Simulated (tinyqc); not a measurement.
Gap and radiative efficiency from Jsc and Voc.

Question. Photon flux above E from a black body at temperature T into a hemisphere: Phi(E, T) = A sum_k exp(-k E/th)[E^2 th/k + 2 E th^2/k^2 + 2 th^3/k^3], k = 1, 2, ..., with th = kB T/q in eV and A = 2 pi q^3/(h^3 c^2). A cell with a sharp absorption edge has Jsc = q fs X Phi(Eg, Ts) and Voc = Vt ln(1 + Jsc/J0), J0 = q ge Phi(Eg, T)/ERE. Find Eg and ERE.

Parameters, values chosen for the exercise: cell temperature T = 298 K; temperature of the black-body sun Ts = 5760 K; share of the hemisphere filled by the sun fs = 2.16e-5; concentration X = 10; number of faces that emit ge = 2.

Constants: q = 1.602176634e-19 C, kB = 1.380649e-23 J/K, h = 6.62607015e-34 J s, c = 299792458 m/s, Vt = kB T/q. Results are converted to the units shown.

Jsc = 184.933854 mA/cm^2
Voc = 1.56054883 V

Solution. Phi falls steadily with E, so Jsc fixes Eg; Voc gives J0, and its ratio to the radiative dark current is 1/ERE.

Eg = 2.050 eV
ERE = 1.000e-4

Numbers from tinyqc (`OMP_NUM_THREADS=1 python tinyqc.py 2820028 2820029 out.jsonl`; about 0.01 s on one thread of a shared Intel Xeon 2.30GHz).
